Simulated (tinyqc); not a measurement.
Inside a calculation. Method: plane-wave Kohn-Sham cycle with exchange-only LDA in a layered model solid. One step of it, computed by the program tinyqc.

Task: Iteration 2: Hamiltonian at one k. H(m,m') = (k + G_m)^2/2 delta + V(G_m - G_m'), with V(-G) = V(G).

A solid whose potential varies along x alone (atomic units):
```
parameter                      value
period a                   12.200000
cross-section of the cell  40.000000
electrons per cell                 2
grid points                       16
plane waves -n..n, n               2
k points                           3
V1 in V1 cos(2 pi x/a)     -0.490000
```

V(G_m), m = 0, 1, 2, ... (hartree): [-0.157316, -0.233520, -0.000031, -0.000273, -0.000016]

k = 0.000000 2 pi / a

Give: H.

Result:

H (hartree), order -2, -1, +0, +1, +2:
$$\begin{pmatrix}
0.3732 & -0.2335 & 0.0000 & -0.0003 & 0.0000 \\
-0.2335 & -0.0247 & -0.2335 & 0.0000 & -0.0003 \\
0.0000 & -0.2335 & -0.1573 & -0.2335 & 0.0000 \\
-0.0003 & 0.0000 & -0.2335 & -0.0247 & -0.2335 \\
0.0000 & -0.0003 & 0.0000 & -0.2335 & 0.3732
\end{pmatrix}$$
